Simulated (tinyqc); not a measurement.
Worked calculation: k.p values derived from sp3s* tight binding at Gamma. Values are carried at full precision from step to step, so a last printed digit may differ when a step is redone from the rounded ones.

At Gamma the states are two-level mixtures: s-like S+ (upper) and S- (lower) from [[Esa, Vss], [Vss, Esc]], p-like P- (valence) and P+ from [[Epa, Vxx], [Vxx, Epc]], and the bare s* levels. With real k in 1/angstrom and kz = 0, the phase sums over the four bonds are g0 = 1 - (a k/4)^2/2, g1 = i a kx/4, g3 = -(a/4)^2 kx ky to second order. Each mixture is written (anion, cation) with the anion part positive. c = hbar^2/2m0. No spin-orbit coupling.

Constants: hbar^2/2m0 = 3.80998211 eV angstrom^2.

Parameters, chosen for this exercise (near a published set for SiC, fitted to gaps, whose masses and valley positions are rough; not measured data):
```
symbol  value    unit      meaning
Esa     -8.465   eV        s level of the anion
Esc     -4.834   eV        s level of the cation
Epa     2.122    eV        p level of the anion
Epc     4.358    eV        p level of the cation
Vss     -12.406  eV        s-s
Vxx     3.046    eV        px-px
a       4.359    angstrom  lattice constant
Vsapc   9.536    eV        s anion, p cation
Vscpa   9.22     eV        s cation, p anion
Vxapc   8.679    eV        s* anion, p cation
Vpaxc   4.425    eV        p anion, s* cation
Exa     9.613    eV        s* level of the anion
Exc     9.309    eV        s* level of the cation
Vxy     5.928    eV        px-py
```

## States at Gamma

Solve the two blocks.

States:
```
state    E (eV)  anion part  cation part
S-     -19.1876     0.75657      0.65391
P-      -0.0047     0.81993     -0.57247
S+       5.8886     0.65391     -0.75657
P+       6.4847     0.57247      0.81993
```

## Linear terms and the Kane energy

<s state|dH/dkx|x state> = i P with P = (a/4)(sa pc Vsapc + sc pa Vscpa), sa, sc and pa, pc being the parts of the two states; for s* on the anion P = (a/4) pc Vxapc, on the cation (a/4) pa Vpaxc. Ep = P^2/c for S+ to P-.

Couplings:
```
pair       P (eV angstrom)  E(first) - E(second) (eV)
S+ to P-          -10.1229                     5.8933
S+ to P+            1.2200                    -0.5961
S- to P-            0.8862                   -19.1829
s*a to P-          -5.4144                     9.6177
s*c to P-           3.9538                     9.3137
```

Ep = 26.896 eV

The two terms of S+ to P- have the same sign and add: S+ and P- both change sign from anion to cation. An on-site momentum element between s and p, which real atoms have, is absent from this model.

## Electron mass

m0/m = [<S+|d2H/dkx^2|S+>/2 + sum P^2/(E(S+) - E(P))]/c over P- and P+, with the direct term -(a/4)^2 sa sc Vss.

parts of m0/m: direct -1.913, from P- 4.564, from P+ -0.655

mass = 0.5012 m0

The valence band supplies 229 % of m0/m; the direct term, which stands in for the free-electron 1, is -1.91. S+ is not the lowest valley of SiC; this is the mass of the Gamma level.

## Valence parameters L, M, N and the Luttinger values

Direct terms d0 = -(a/4)^2 pa pc Vxx, dN = -2 (a/4)^2 pa pc Vxy for P-. F = sum P^2/(E(P-) - E(s)) over S+, S-, s*a, s*c. The y state of P- couples to the z state of P+ through Q = (a/4) Vxy (pa p'c - pc p'a), primes for P+, and H1 = Q^2/(E(P-) - E(P+)). L = d0 + F, M = d0 + H1, N = dN + F + H1; g1 = -(L + 2M)/(3c), g2 = -(L - M)/(6c), g3 = -N/(6c).

d0, dN, F, Q, H1 (eV angstrom^2; Q in eV angstrom): [1.6979, 6.6087, -22.0736, 6.4600, -6.4308]

L, M, N (eV angstrom^2): [-20.376, -4.733, -21.896]

g1, g2, g3: [2.611, 0.684, 0.958]

Along [100] the masses without spin-orbit coupling are c/|L| = 0.187 (one band) and c/|M| = 0.805 (two bands).

## Checks

- Electron mass against a finite difference of the full bands: both 0.5012.
- L and M against finite differences along [100]: largest relative difference 2.6e-06.
- Lowest curvature along [111], (L + 2M + 2N)/3, against a finite difference: both -24.544.

(tinyqc, `OMP_NUM_THREADS=1 python tinyqc.py 1451539 1451540 out.jsonl`, Intel(R) Xeon(R) Processor @ 2.30GHz, 1 thread, shared host, about 0.01 s.)
